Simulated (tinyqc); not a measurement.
Localisation in a chain with random site energies (transfer matrices): sweeps and comparisons. A value that a table varies takes the place of the one given here.

Hopping -t; leads with site energy 0, E = -2t cos(ka). psi_(j+1) = ((e_j - E)/t) psi_j - psi_(j-1), a product of matrices M_j = [[(e_j - E)/t, -1], [1, 0]]. For M = M_N ... M_1 the transmission is T = 4 sin^2(ka)/|M21 - M12 + M22 exp(ika) - M11 exp(-ika)|^2. Long samples draw e_j = W (x_j/2147483647 - 1/2) from x_j = 16807 x_(j-1) mod 2147483647, starting at x0. The localisation length xi, in sites, is defined by ln T = -2N/xi on average; weak disorder gives xi = 24 (4t^2 - E^2)/W^2, and the mean free path for backscattering is xi/2.

Numerical xi = N/ln sqrt(psi_(N+1)^2 + psi_N^2) for N = 20000 sites from psi_1 = 1, psi_0 = 0; its statistical error is about xi sqrt(xi/N).

Values chosen for the exercise:
- t = 0.69 eV (hopping)
- E = -0.49 eV (energy)
- x0 = 7535 (start of the number sequence)
- W = 0.94 eV (full width of the disorder)

## Localisation length against disorder

The same number sequence scaled by W.

xi (sites):
```
W/t,W (eV),numerical,error,weak disorder,strong: 1/(ln(W/2t) - 1)
1.0,0.690,83.150,5.361,83.897,-
1.5,1.035,38.048,1.660,37.287,-
2.0,1.380,19.928,0.629,20.974,-
3.0,2.070,9.207,0.198,9.322,-
4.0,2.760,5.363,0.088,5.244,-
6.0,4.140,2.703,0.031,2.330,-
10.0,6.900,1.382,0.011,0.839,1.641
16.0,11.040,0.885,0.006,0.328,0.926
```

At W = t the numerical value is 83.1 +/- 5.4 against 83.9, and at 2t 19.93 +/- 0.63 against 20.97. The weak-disorder formula is within 15 % for W/t = 1, 1.5, 2, 3, 4 and 6; at W = 16t it gives 0.33 and the strong-disorder form 0.93, against 0.88. All states of the chain are localised; disorder only sets the length.

## From ballistic to localised

200 samples of each length, cut one after another from the start of the sequence. Typical T = exp(mean ln T). Ohmic: 1/(1 + 2N/xi); localised: exp(-2N/xi), both with the weak-disorder xi.

Transmission:
```
N,mean T,typical T,spread of ln T,ohmic,localised
2,0.925,0.923,0.072,0.919,0.915
5,0.817,0.806,0.169,0.819,0.802
10,0.696,0.659,0.352,0.693,0.642
20,0.522,0.430,0.712,0.531,0.413
40,0.323,0.201,1.142,0.361,0.170
80,0.140,0.0370,1.987,0.220,0.0290
```

With xi = 45.2 sites, mean and typical T are 0.817 and 0.806 at N = 5, and 0.140 and 0.0370 at N = 80, where ln T scatters by 2.0. The slope of ln(typical T) between 40 and 80 sites gives xi = 47.3, uncertain by about 10 % from the scatter of 200 samples. At N = 80 the ohmic law gives 5.95 times the typical value: a single channel has no ohmic range beyond a mean free path, and the mean is carried by rare resonant samples.

## What each parameter does

Numerical and weak-disorder xi. Each row changes one parameter from the base and keeps the others.

Results:
```
case,numerical xi (sites),weak-disorder xi (sites)
base,45.03,45.21
t = 0.793 eV,63.81,61.80
E = -0.34 eV,48.03,48.59
W = 1.128 eV,31.63,31.39
x0 = 7536,45.42,45.21
```

The largest shifts from the base row, up to three for each result and ties (the steps differ in size, so this ranks the rows, not the parameters). numerical xi (sites): t +18.77, W -13.41, E +2.99. weak-disorder xi (sites): t +16.60, W -13.81, E +3.38; unchanged at the printed digits by x0. A new x0 is another sample of the same disorder; its shift is one draw of the statistical scatter, about xi sqrt(xi/N); the other rows share one sample, so their errors are correlated.

tinyqc: `OMP_NUM_THREADS=1 python tinyqc.py 1452435 1452436 out.jsonl`; about 0.08 s, one thread, shared Intel(R) Xeon(R) Processor @ 2.30GHz.
